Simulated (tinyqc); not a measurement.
Threshold switch as oscillator and as selector in a crossbar: two steps of the calculation.

Off state: I = Ith sinh(V/V0)/sinh(Vth/V0) up to Vth. On state: V = Vh + I Ron down to the holding current Ih, at Vl = Vh + Ih Ron. Switching is instantaneous.

Parameters, values chosen for the exercise; values of the order of Ge-Sb-Te and related chalcogenides: threshold voltage Vth = 3.3 V; holding voltage Vh = 1.48 V; on-state resistance Ron = 2.5 kohm; current at threshold Ith = 0.32 uA; voltage scale of the off-state sinh V0 = 0.21 V; holding current Ih = 6.5 uA; capacitance across the switch C = 110 fF; rows and columns of the array N = 1024; supply voltage Vs = 4.07 V; load resistance RL = 710 kohm.

Task 1. Relaxation oscillation. With a load RL from Vs and C across the switch, it oscillates if the load line misses both branches: (Vs - Vl)/Ih < RL < (Vs - Vth)/Ith. Charging without leakage takes RL C ln[(Vs - Vl)/(Vs - Vth)]; discharging takes (RL || Ron) C ln[(Vth - Ve)/(Vl - Ve)], Ve = (Vs Ron + Vh RL)/(Ron + RL).

Find: Vl; smallest RL; largest RL; charging time; Ve; discharging time; frequency.

Result 1.

Vl = 1.496 V
smallest RL = 396.0 kohm
largest RL = 2406 kohm
charging time = 94.25 ns
Ve = 1.489 V
discharging time = 1.516 ns
frequency = 10.44 MHz

With the off-state leakage included the charging takes 99.38 ns, 5.4 % above this value.

Task 2. Leakage in a crossbar. In an N x N array driven at Vs, the V/2 scheme puts Vs/2 on 2 (N - 1) cells; the V/3 scheme puts Vs/3 on all N^2 - 1 others, N - 1 of them on the selected row. Row leakage is (N - 1) I; wasted power is the number of cells times V I.

Give: I at Vs/2; row leakage, V/2; wasted power, V/2; I at Vs/3; row leakage, V/3; wasted power, V/3.

Result 2.

I at Vs/2 = 0.7745 nA
row leakage, V/2 = 0.7924 uA
wasted power, V/2 = 3.225 uW
I at Vs/3 = 0.03063 nA
row leakage, V/3 = 0.03134 uA
wasted power, V/3 = 43.58 uW

The V/3 scheme cuts the row leakage by 25.3 and raises the wasted power by a factor of 13.5.

Range of the model: Delay times, drift of Vth and line resistance are left out.

Numbers from tinyqc (`OMP_NUM_THREADS=1 python tinyqc.py 2490119 2490120 out.jsonl`; about 0.01 s on one thread of a shared Intel Xeon 2.30GHz).
